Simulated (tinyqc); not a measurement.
Gated graphene, quantum capacitance: one step of the calculation.

phi is the Fermi level above the Dirac point, in volts; Vg is counted from the gate voltage of charge neutrality. Ideal linear bands, no charge puddles.

Question. New phi. N0 = (2/pi)(kB T/(hbar vF))^2; n = N0 F1(phi/Vt), p = N0 F1(-phi/Vt), F1(e) = int_0^infinity u du/(1 + exp(u - e)) = -Li2(-exp(e)); Cq = q d(n - p)/dphi = (q N0/Vt) ln[2 (1 + cosh(phi/Vt))]. Newton: f = phi + q (n - p + Dit phi)/Cox - Vg, phi(new) = phi - f/(1 + (Cq + q Dit)/Cox).

Values chosen for this exercise; values close to those of graphene: temperature T = 77 K; Fermi velocity vF = 1.01e6 m/s; density of traps Dit = 0 cm^-2 eV^-1; gate voltage Vg = 0.75 V.

Constants: q = 1.602176634e-19 C, kB = 1.380649e-23 J/K, hbar = 1.054571817e-34 J s, Vt = kB T/q. Results are converted to the units shown.

phi after iteration 1 = 0.39059181 V
Cox = 0.75555736 uF/cm^2

Give: n; p; Cq; f; phi after iteration 2.

Answer.

n = 1.100e13 cm^-2
p = 1.727e-16 cm^-2
Cq = 9.014 uF/cm^2
f = 1.973 V
phi after iteration 2 = 0.2380 V

Program tinyqc, `OMP_NUM_THREADS=1 python tinyqc.py 2200149 2200150 out.jsonl`; Intel Xeon 2.30GHz, shared host, one thread, about 0.01 s.
